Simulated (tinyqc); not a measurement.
Worked calculation: MP2 on RHF in the sto-3g basis, frozen core, for BeH2, spin multiplicity 1. One step of it, computed by the program tinyqc.

Task: Iteration 7 (converged): orbitals. Diagonalise F' = X^T F X, C = X C', fill 3 alpha and 3 beta electrons from the bottom; D = 2 C_occ C_occ^T. Each column has its largest component positive (the first on a tie).

converged F (hartree), order 1Be 1s, 1Be 2s, 1Be 2px, 1Be 2py, 1Be 2pz, 2H 1s, 3H 1s:
```
[[-4.514133, -1.288140, 0.000000, -0.000095, 0.001438, -0.419854, -0.410809],
 [-1.288140, -0.646439, 0.000000, -0.001561, -0.017372, -0.448200, -0.443993],
 [0.000000, 0.000000, 0.210061, 0.000000, 0.000000, 0.000000, 0.000000],
 [-0.000095, -0.001561, 0.000000, -0.265821, -0.000258, -0.343049, 0.341709],
 [0.001438, -0.017372, 0.000000, -0.000258, 0.208534, -0.018953, -0.018679],
 [-0.419854, -0.448200, 0.000000, -0.343049, -0.018953, -0.348293, -0.067193],
 [-0.410809, -0.443993, 0.000000, 0.341709, -0.018679, -0.067193, -0.343284]]
```

X, order 1Be 1s, 1Be 2s, 1Be 2px, 1Be 2py, 1Be 2pz, 2H 1s, 3H 1s:
```
[[1.028140, -0.152291, 0.000000, 0.000197, -0.001224, 0.014473, 0.015107],
 [-0.152291, 1.304413, 0.000000, 0.004124, 0.020427, -0.354615, -0.347361],
 [0.000000, 0.000000, 1.000000, 0.000000, 0.000000, 0.000000, 0.000000],
 [0.000197, 0.004124, 0.000000, 1.455218, 0.000373, -0.511966, 0.506297],
 [-0.001224, 0.020427, 0.000000, 0.000373, 1.001502, -0.026230, -0.025541],
 [0.014473, -0.354615, 0.000000, -0.511966, -0.026230, 1.373111, -0.129935],
 [0.015107, -0.347361, 0.000000, 0.506297, -0.025541, -0.129935, 1.365087]]
```

Give: F' = X^T F X; orbital energies; coefficients C; D after iteration 7.

Result:

F' = X^T F X (hartree):
```
[[-4.405, -0.681, 0.000, 0.001, 0.002, -0.086, -0.081],
 [-0.681, -0.067, 0.000, 0.002, 0.008, -0.359, -0.354],
 [0.000, 0.000, 0.210, 0.000, 0.000, 0.000, 0.000],
 [0.001, 0.002, 0.000, 0.307, 0.000, -0.516, 0.513],
 [0.002, 0.008, 0.000, 0.000, 0.211, -0.024, -0.024],
 [-0.086, -0.359, 0.000, -0.516, -0.024, 0.131, -0.151],
 [-0.081, -0.354, 0.000, 0.513, -0.024, -0.151, 0.129]]
```

orbital energies (hartree): [-4.518, -0.469, -0.434, 0.208, 0.210, 0.496, 1.023]

coefficients C, order 1Be 1s, 1Be 2s, 1Be 2px, 1Be 2py, 1Be 2pz, 2H 1s, 3H 1s:
```
[[0.992, -0.230, 0.006, 0.027, 0.000, -0.209, -0.001],
 [0.032, 0.541, -0.016, -0.126, 0.000, 1.289, 0.017],
 [0.000, 0.000, 0.000, 0.000, 1.000, 0.000, 0.000],
 [0.000, 0.014, 0.506, 0.000, 0.000, -0.007, 1.543],
 [0.000, 0.016, 0.000, 0.992, 0.000, 0.141, 0.002],
 [-0.002, 0.407, 0.388, 0.049, 0.000, -0.852, -1.117],
 [-0.002, 0.384, -0.411, 0.050, 0.000, -0.860, 1.095]]
```

D after iteration 7, order 1Be 1s, 1Be 2s, 1Be 2px, 1Be 2py, 1Be 2pz, 2H 1s, 3H 1s:
```
[[2.073, -0.186, 0.000, -0.001, -0.008, -0.186, -0.186],
 [-0.186, 0.588, 0.000, -0.001, 0.018, 0.428, 0.429],
 [0.000, 0.000, 0.000, 0.000, 0.000, 0.000, 0.000],
 [-0.001, -0.001, 0.000, 0.512, 0.000, 0.404, -0.405],
 [-0.008, 0.018, 0.000, 0.000, 0.001, 0.013, 0.013],
 [-0.186, 0.428, 0.000, 0.404, 0.013, 0.632, -0.006],
 [-0.186, 0.429, 0.000, -0.405, 0.013, -0.006, 0.633]]
```
